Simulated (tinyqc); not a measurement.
Worked calculation: exciton in a hard-walled quantum well (variational). Values are carried at full precision from step to step, so a last printed digit may differ when a step is redone from the rounded ones.

Constants: Ry = 13.60569312 eV; a0 (Bohr radius) = 0.5291772105 angstrom; hbar^2/2m0 = 3.80998211 eV angstrom^2; e^2/(4 pi eps0) = 14.39964547 eV angstrom.

Parameters, chosen for this exercise (near those of GaAs; shifted at random, so the results belong to these values and not to a real crystal):
```
symbol  value                               unit      meaning
me      0.064                               m0        electron mass
mh      0.169                               m0        hole mass
eps     12.9                                          dielectric constant
Eg      1.531                               eV        gap
L       259                                 angstrom  well width
lams    (77, 108, 131, 154, 185, 231, 308)  angstrom  trial lengths
```

## Exciton units

1/mu = 1/me + 1/mh, Ry* = Ry mu/eps^2, a* = a0 eps/mu.

mu = 0.04642 m0
Ry* = 3.795 meV
a* = 147.06 angstrom

## Hydrogen-like series

Binding Ry*/n^2 in three dimensions and Ry*/(n - 1/2)^2 in two; strengths relative to n = 1 go as 1/n^3 and (1/2)^3/(n - 1/2)^3. Lines at Eg less the binding.

Series:
```
n  3D binding (meV)  3D line (eV)  3D strength  2D binding (meV)  2D line (eV)  2D strength
1              3.80        1.5272       1.0000             15.18        1.5158       1.0000
2              0.95        1.5301       0.1250              1.69        1.5293       0.0370
3              0.42        1.5306       0.0370              0.61        1.5304       0.0080
4              0.24        1.5308       0.0156              0.31        1.5307       0.0029
```

## The form factor

Electron and hole in the lowest states cos(pi z/L) of a hard-walled well; relative motion in the plane exp(-rho/lam). E(lam) = c/(mu lam^2) - (q/eps) <1/r>, <1/r> = integral over k from 0 to infinity of F(kL) (1 + (k lam/2)^2)^(-3/2), F(x) = [3x + 8 pi^2/x - 32 pi^4 (1 - exp(-x))/(x^2 (x^2 + 4 pi^2))]/(x^2 + 4 pi^2); c = hbar^2/2m0, q = e^2/(4 pi eps0). E is counted from the subband edge.

F at k = 0.5/a*, 1/a*, 2/a*, 4/a* and 8/a*.

Form factor:
```
k a*      k L       F
0.5    0.8806  0.8407
1.0    1.7612  0.7179
2.0    3.5225  0.5451
4.0    7.0450  0.3550
8.0   14.0900  0.2009
```

## Scan over the trial length

Evaluate the integral numerically for each lam.

Scan:
```
lam (angstrom)  <1/r> (1/angstrom)  kinetic (meV)  Coulomb (meV)  E (meV)
77                         0.01371         13.843        -15.300   -1.457
108                        0.01107          7.037        -12.358   -5.321
131                        0.00972          4.783        -10.849   -6.066
154                        0.00868          3.461         -9.684   -6.223
185                        0.00759          2.398         -8.472   -6.074
231                        0.00641          1.538         -7.159   -5.621
308                        0.00511          0.865         -5.699   -4.833
```

## The minimum

Minimise E over lam.

lam = 154.0 angstrom
binding energy = 6.22 meV
in Ry* = 1.640
lam/a* = 1.047

The strict two-dimensional limit is 4 Ry* with lam = a*/2; L/a* = 1.76 here.

## Checks

- Binding of a very thin well (L = a*/5000) against 4 Ry*, meV: both 15.2.
- F(3) from a double integral on a grid against the closed form: both 0.5885.

Program tinyqc; command `OMP_NUM_THREADS=1 python tinyqc.py 1282139 1282140 out.jsonl`; about 0.01 s on one thread of a shared Intel(R) Xeon(R) Processor @ 2.30GHz.
